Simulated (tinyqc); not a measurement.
Against doping: dopants and charged point defects at anneal temperature: Fermi-level effect, clustering and pairing. Computed by tinyqc, a small Python program. Command: `OMP_NUM_THREADS=1 python tinyqc.py 3031964 3031965 out.jsonl pairing walk`. One thread of a shared host (Intel(R) Xeon(R) Processor @ 2.30GHz), about 0.03 s of CPU time with the checks.

Boltzmann statistics and full ionisation of active dopants. Energies are counted from the valence band; the defect (a vacancy or self-interstitial) has five charge states, with all degeneracy factors one.

Inputs (values chosen for the exercise, with bands modelled on GaAs):
```
quantity                                         value   unit
gap at 0 K E_g0                                   1.52     eV
Varshni alpha                                 0.000557   eV/K
Varshni beta                                       206      K
electron mass m_e                               0.0671    m_0
valleys M_c                                          1      -
hole mass m_h                                    0.535    m_0
anneal temperature T                               930      K
total dopant density N                         8.7e+18  cm^-3
formation enthalpy of the neutral defect H_f      2.84     eV
formation entropy S_f                              4.8    k_B
site density N_s                               4.8e+22  cm^-3
dopant atoms per cluster k                           3      -
cluster binding energy E_b                        1.37     eV
```

Dopant: acceptor. Second part: clustering of the dopant.

defect levels as fractions of E_g(T): (2+/+), (+/0), (0/-), (-/2-): 0.046  0.35  0.42  0.78

Constants: m_0 = 9.1093837015e-31 kg; k_B = 1.380649e-23 J/K; h = 6.62607015e-34 J s; k_B = 8.617333262e-05 eV/K.

Method:
- E_g = E_g0 - alpha T^2/(T + beta).
- N_c = 2 M_c (2 pi m_e k_B T/h^2)^(3/2) and N_v = 2 (2 pi m_h k_B T/h^2)^(3/2), masses in units of m_0.
- n_i = sqrt(N_c N_v) exp(-E_g/2 k_B T); E_i = E_g/2 + (k_B T/2) ln(N_v/N_c).
- p = A/2 + sqrt(A^2/4 + n_i^2) for an active density A.
- k ionised dopants and k carriers form one neutral cluster: C = N_s (A/N_s)^k (p/N_b)^k exp(E_b/k_B T), N_b the effective density of states of the majority band, and N = A + k C (60 bisections in ln A between ln N - 90 and ln N).
- chi = n/n_i (for acceptors n_i/p); E_F = E_i + k_B T ln chi; field enhancement h = 1 + A/sqrt(A^2 + 4 n_i^2).
- C_0 = N_s exp(S_f/k_B) exp(-H_f/k_B T). Ratios to the neutral state at E_F = E_i: r_+ = exp((E(+/0) - E_i)/k_B T), r_2+ = r_+ exp((E(2+/+) - E_i)/k_B T), r_- = exp((E_i - E(0/-))/k_B T), r_2- = r_- exp((E_i - E(-/2-))/k_B T); at other E_F state q scales as chi^(-q). The enhancement is sum r_q chi^(-q)/sum r_q. The charge on the defects is left out of neutrality.
- chi = n/n_i; h = 1 + A/sqrt(A^2 + 4 n_i^2); the dopant diffusivity over its intrinsic value is D/D_i = enhancement x h x A/N, if every charge state carries the dopant equally well.

E_g = 1.09592 eV

k_B T = 0.0801412 eV

n_i = 1.21185e+16 cm^-3

E_i = 0.672747 eV

effective density of states N_b of the majority band = 5.35976e+19 cm^-3

neutral defects C_0 = 2.37446e+09 cm^-3

Charge states:
```
state      ratio r  intrinsic (cm^-3)  doped (cm^-3)
2+     1.14929e-05        2.72895e+04    1.37709e+10
+      2.70979e-02        6.43427e+07    4.57070e+10
0      1.00000e+00        2.37446e+09    2.37446e+09
-      1.41690e+01        3.36437e+10    4.73609e+07
2-     1.46103e+00        3.46914e+09    6.87473e+03
```

Trend at the anneal temperature:
```
N (cm^-3)  active A (cm^-3)         chi  defect enhancement  mean charge   D/D_i
3.60e+14         3.6000e+14  9.8526e-01              0.9849      -1.0221  0.9995
1.40e+15         1.4000e+15  9.4390e-01              0.9428      -1.0156  0.9972
5.40e+15         5.4000e+15  8.0172e-01              0.8004      -0.9904  0.9745
2.10e+16         2.1000e+16  4.5671e-01              0.4704      -0.8961  0.7784
8.00e+16         8.0000e+16  1.4816e-01              0.1990      -0.5972  0.3894
3.10e+17         3.1000e+17  3.9032e-02              0.1355       0.0673  0.2706
1.20e+18         1.2000e+18  1.0098e-02              0.2365       0.7020  0.4730
4.50e+18         4.4981e+18  2.6941e-03              0.7612       1.0400  1.5218
1.70e+19         1.4718e+19  8.2341e-04              3.0541       1.3131  5.2881
```

Well below n_i = 1.21e16 cm^-3 chi and the enhancement are near 1. At any doping d ln(enhancement)/d ln chi equals minus the mean charge, which goes from -1.02 to +1.31 over the rows. The defect density first falls, because doping removes the states with the sign of the ionised dopant before it feeds the opposite ones.
